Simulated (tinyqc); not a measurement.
X-ray reflectivity of a thin film on silicon: critical angles, Parratt recursion, fringes and roughness: one step, computed by the program tinyqc.

n = 1 - delta + i beta; the classical electron radius is r_e = 2.8179403e-6 nm. Layer 0 is vacuum, 1 the film, 2 the substrate.

Question. Optical constants. delta = r_e lambda^2 rho_e/(2 pi), rho_e = density x electrons per mass x N_A; critical angle sqrt(2 delta), q_c = 4 sqrt(pi r_e rho_e).

Inputs (values chosen for the exercise, modelled on TiN on silicon, copper K-alpha radiation): wavelength lambda = 0.15406 nm; film density rho = 5.36 g/cm^3; effective electrons per unit mass, film = 0.466 mol/g; beta/delta, film = 0.071; substrate density = 2.33 g/cm^3; effective electrons per unit mass, substrate = 0.507 mol/g; beta/delta, substrate = 0.023.

Constants: N_A = 6.02214076e+23 1/mol.

Give: the table «Constants» with the columns rho_e (1/nm^3), delta, beta, critical angle (degrees), q_c (1/nm), for layer = film, substrate.

Answer.

Constants:
```
layer      rho_e (1/nm^3)      delta       beta  critical angle (degrees)  q_c (1/nm)
film                 1504  1.601e-05  1.137e-06                    0.3242      0.4616
substrate             711  7.573e-06  1.742e-07                    0.2230      0.3174
```
